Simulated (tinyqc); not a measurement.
Comparisons within one model: donor level screened by free carriers (Yukawa potential). A value that a table varies takes the place of the one given here.

Potential -(q/(eps r)) exp(-ks r), q = e^2/(4 pi eps0). In units Ry* = Ry m/eps^2 and a* = a0 eps/m the problem is [-Laplacian - 2 exp(-x r)/r] psi = E psi with x = ks a*.

Converged values use 18 functions exp(-z r), z = 1.55^i, i = -11 to 6: S = 2/A^3, H = z_i z_j S - 2/(A + x)^2, A = z_i + z_j.

Screening wave number: Debye ks^2 = 4 pi q n/(eps kB T); Thomas-Fermi ks^2 = 6 pi q n/(eps EF) with EF = c (3 pi^2 n/gv)^(2/3)/m, c = hbar^2/2m0; the two are joined by 1/ks^2 = sqrt(1/ks_D^4 + 1/ks_TF^4). 1e18/cm^3 = 1e-6/angstrom^3, q = e^2/(4 pi eps0).

Constants: e^2/(4 pi eps0) = 14.39964547 eV angstrom; kB = 8.617333262e-05 eV/K; hbar^2/2m0 = 3.80998211 eV angstrom^2; Ry = 13.60569312 eV; a0 (Bohr radius) = 0.5291772105 angstrom.

Inputs chosen for the exercise (near those of a donor in Ge, with one mean mass; the results hold for these values, not for the real material): xs = (0.05, 0.15, 0.31, 0.48, 0.65, 0.94, 1.07) (values of x); m = 0.172 m0 (mass); eps = 16.4 (dielectric constant); gv = 4 (valleys); T = 200 K (temperature); nl = (0.00072, 0.0024, 0.0072, 0.024, 0.072, 0.24, 0.72) x 1e18/cm^3 (densities); n = 0.024 x 1e18/cm^3 (free-carrier density).

## Towards the loss of the bound state

First order (-1 + 2x), one-parameter (minimum of z^2 - 8 z^3/(2z + x)^2) and converged 1s energies in Ry*, and the mean radius in a*; a dash marks an unbound result.

Results:
```
x     first order  trial function  converged   <r>
0.05      -0.9000         -0.9036    -0.9036  1.50
0.15      -0.7000         -0.7309    -0.7309  1.53
0.31      -0.3800         -0.5019    -0.5026  1.62
0.48      -0.0400         -0.3121    -0.3150  1.78
0.65            -         -0.1691    -0.1761  2.07
0.94            -         -0.0176    -0.0359  3.52
1.07            -               -    -0.0081  6.42
```

First order loses the state at x = 0.5, the trial function reaches zero energy at x = 1.00, and the exact limit is 1.19. The radius starts at 1.5 a*, grows slowly at first (1.62 at x = 0.31), then steadily, and swells towards the end (6.4 at 1.07), where a single exponential fails: the binding vanishes as the square of the distance from 1.19.

## Binding against carrier density

Ry* = 8.7008 meV
a* = 50.456 angstrom

x from the joined ks; converged 1s binding (dash: x above 1.17, at or past the limit 1.19 where the state unbinds).

Results:
```
n (1e18/cm^3)  EF/kB T  1/ks (angstrom)      x  binding (meV)  n^(1/3) a*
0.00072           0.00           1472.9  0.034           8.12       0.045
0.0024            0.01            806.8  0.063           7.66       0.068
0.0072            0.02            465.8  0.108           6.96       0.097
0.024             0.04            255.2  0.198           5.72       0.146
0.072             0.08            147.4  0.342           4.03       0.210
0.24              0.19             81.0  0.623           1.70       0.314
0.72              0.39             47.4  1.066           0.08       0.452
```

The binding falls from 8.1 to 0.1 meV (bare value 8.7); it passes half the bare value between 0.024 and 0.072 x 1e18/cm^3. The level is still bound in the last row. x grows with exponent 0.50 in n at the start and 0.49 at the end (1/2 for Debye, 1/6 for Thomas-Fermi screening). The level survives to n^(1/3) a* = 0.45, past the 0.26 of the Mott rule, which corresponds to x = 1 for one valley with degenerate screening; here the level lasts until x = 1.19, the screening is at most the degenerate value, and overlap of donors is left out.

## What each parameter does

Ry* = Ry m/eps^2, a* = a0 eps/m, x = ks a* with the joined ks; converged binding. Each row changes one parameter from the base and keeps the others.

Results:
```
case                   1/ks (angstrom)      x  binding in Ry*  binding (meV)
base                             255.2  0.198           0.657           5.72
n = 0.036 x 1e18/cm^3            208.4  0.242           0.593           5.16
T = 260 K                        290.9  0.173           0.694           6.04
m = 0.193 m0                     255.2  0.176           0.690           6.73
eps = 15.1                       244.8  0.190           0.669           6.87
gv = 5                           255.2  0.198           0.657           5.72
```

The largest shifts from the base row, up to three for each result and ties (the steps differ in size, so this ranks the rows, not the parameters). 1/ks (angstrom): n -46.8, T +35.7, eps -10.3; unchanged at the printed digits by m and gv. x: n +0.044, T -0.024, m -0.022; unchanged at the printed digits by gv. binding in Ry*: n -0.064, T +0.037, m +0.033; unchanged at the printed digits by gv. binding (meV): eps +1.15, m +1.02, n -0.56; unchanged at the printed digits by gv.

tinyqc: `OMP_NUM_THREADS=1 python tinyqc.py 1252038 1252039 out.jsonl`; about 0.01 s, one thread, shared Intel(R) Xeon(R) Processor @ 2.30GHz.
